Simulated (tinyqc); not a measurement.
Kronig-Penney superlattice by transfer matrices: sweeps and comparisons. A value that a table varies takes the place of the one given here.

Wells (width a, potential 0, mass mw) alternate with barriers (width b, height V0, mass mb); period d = a + b; c = hbar^2/2m0. The vector (psi, psi'/m) is continuous, and a layer of thickness t carries it by M = [[cos kt, (m/k) sin kt], [-(k/m) sin kt, cos kt]] with k = sqrt(m (E - V)/c); for E < V, k = i kappa gives [[cosh, (m/kappa) sinh], [(kappa/m) sinh, cosh]] of kappa t. A Bloch state obeys cos(q d) = tr(Mb Mw)/2.

Constants: hbar^2/2m0 = 3.80998211 eV angstrom^2.

Inputs chosen for the exercise (near those of a GaAs superlattice with barriers of AlGaAs; shifted at random, so the results belong to these values and not to a real crystal):
```
symbol  value                                     unit      meaning
a       98                                        angstrom  well width
V0      0.194                                     eV        barrier height
mw      0.0667                                    m0        mass in the wells
mb      0.0869                                    m0        mass in the barriers
bs      (25.5, 38.2, 51, 66.3, 81.6, 102, 127.5)  angstrom  barrier widths
b       51                                        angstrom  barrier width
```

## Barrier width

First miniband against b. m_z = -2 c f'/d^2 with f = tr M/2 at the bottom of the band. E1 is the level of the single well, kappa1 its decay constant in the barrier.

First miniband:
```
b (angstrom)  bottom (eV)  top (eV)  W (meV)    ln W  m_z (m0)
25.5               0.0237    0.0361    12.43   2.520     0.107
38.2               0.0270    0.0327    5.711   1.742     0.167
51.0               0.0285    0.0311    2.608   0.959     0.284
66.3               0.0293    0.0303    1.022   0.022     0.571
81.6               0.0296    0.0300   0.4007  -0.915      1.20
102.0              0.0297    0.0298   0.1150  -2.163      3.33
127.5              0.0298    0.0298  0.02414  -3.724      12.4
```

E1 = 0.0298 eV
kappa1 = 0.0612 1/angstrom

W falls from 12.4 to 0.02 meV, and both edges close in on E1. The slope of ln W is -0.0612 per angstrom over the first two rows and -0.0612 over the last two, against -kappa1 = -0.0612: the width follows one power of the tunnelling amplitude once the wells couple weakly. m_z grows by a factor 116.1.

## From one barrier to a miniband

Transmission through N barriers separated by wells, between leads of the well material: T = 4/[(M11 + M22)^2 + (u M12 - M21/u)^2] with u = k/mw and M the product over all layers; twelve evenly spaced energies around the first miniband.

Transmission:
```
E (eV)    tr M/2 of a period    N = 1     N = 2     N = 4     N = 8
0.027300               2.005  0.00430  0.000269  1.36e-06  3.52e-11
0.027775               1.591  0.00440  0.000436  6.61e-06  1.62e-09
0.028249               1.188  0.00449  0.000799  6.03e-05  4.75e-07
0.028723               0.795  0.00459   0.00182   0.00642   0.00218
0.029197               0.414  0.00469   0.00682   0.00396    0.0510
0.029671               0.043  0.00478     0.394     0.141    0.0405
0.030145              -0.318  0.00488    0.0120   0.00475    0.0156
0.030620              -0.668  0.00498   0.00280    0.0572    0.0156
0.031094              -1.008  0.00508   0.00125  0.000294  5.68e-05
0.031568              -1.339  0.00518  0.000726  2.72e-05  4.44e-08
0.032042              -1.660  0.00529  0.000482  5.93e-06  9.41e-10
0.032516              -1.971  0.00539  0.000349  1.90e-06  5.78e-11
```

5 of the energies lie in the miniband (|tr M/2| <= 1); there T for N = 8 runs between 0.00218 and 0.051. In the gaps it falls with N: at E = 0.0325 eV from 1.9e-06 (N = 4) to 5.78e-11 (N = 8), a slope of ln T of -2.60 a period, against -2 arccosh|tr M/2| = -2.60.

## What each parameter does

Bottom and width of the first miniband, the gap above it, and m_z = -2 c f'/d^2 with f = tr M/2. Each row changes one parameter from the base and keeps the others.

Results:
```
case              bottom (eV)  width (meV)  gap (meV)  m_z (m0)
base                   0.0285          2.6       77.2    0.2841
a = 108 angstrom       0.0249          2.1       68.7    0.3106
b = 59 angstrom        0.0290          1.6       79.6    0.4065
V0 = 0.223 eV          0.0300          2.0       82.9    0.3580
mw = 0.0734 m0         0.0273          2.3       73.7    0.3152
mb = 0.0999 m0         0.0277          2.1       77.5    0.3547
```

The largest shifts from the base row, up to three for each result and ties (the steps differ in size, so this ranks the rows, not the parameters). bottom (eV): a -0.0036, V0 +0.0015, mw -0.0012. width (meV): b -1.0, V0 -0.6, mb -0.5, a -0.5. gap (meV): a -8.5, V0 +5.7, mw -3.6. m_z (m0): b +0.1224, V0 +0.0739, mb +0.0706.

Program tinyqc; command `OMP_NUM_THREADS=1 python tinyqc.py 1280857 1280858 out.jsonl`; about 0.04 s on one thread of a shared Intel(R) Xeon(R) Processor @ 2.30GHz.
